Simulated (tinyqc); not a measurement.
On-chip interconnect, size-dependent resistivity and RC delay: one step of the calculation.

A rectangular line between two neighbours and two ground planes. Surface and grain-boundary scattering are added to the bulk resistivity as corrections; capacitances are parallel-plate values without fringing; inductance is ignored.

Problem. Resistivity, resistance and capacitance per length. Metal width x = wd - 2 tl, height y = AR wd - tl; grain boundaries (Mayadas-Shatzkes): al = (lam/(gr x)) Rg/(1 - Rg), g = 1/[1 - 3 al/2 + 3 al^2 - 3 al^3 ln(1 + 1/al)] - 1; surfaces (Fuchs-Sondheimer, thick limit): s = (3/8) lam (1 - ps)(1/x + 1/y); rho = rho0 (1 + g + s); r = rho/(x y); c = eps0 ek (2 wd/hd + 2 Mf AR wd/sp).

Inputs (values chosen for the exercise); metal values close to those of copper:
- rho0 = 1.65 uohm cm (bulk resistivity)
- lam = 39.9 nm (bulk mean free path)
- ps = 0 (specular share of surface scattering)
- Rg = 0.28 (reflection coefficient of grain boundaries)
- gr = 1.5 (grain size over the metal width)
- wd = 21 nm (drawn line width)
- AR = 2.5 (aspect ratio, height over width)
- tl = 1.2 nm (liner on both walls and the bottom, not conducting)
- sp = 25 nm (space to the neighbouring lines)
- hd = 44 nm (dielectric height to the planes above and below)
- ek = 3 (relative permittivity of the dielectric)
- Mf = 1 (Miller factor of the neighbours)

Constants: eps0 = 8.8541878128e-12 F/m. Results are converted to the units shown.

Give: x; y; al; g; s; rho; r; c.

Solution.

x = 18.600 nm
y = 51.300 nm
al = 0.55615
g = 0.77716
s = 1.0961
rho = 4.7409 uohm cm
r = 49.685 ohm/um
c = 0.13692 fF/um

Range of the model: The metal width is under the mean free path, where the thick-limit surface term and the simple sum of corrections lose accuracy.

Program tinyqc, `OMP_NUM_THREADS=1 python tinyqc.py 2100064 2100065 out.jsonl`; Intel Xeon 2.30GHz, shared host, one thread, about 0.01 s.
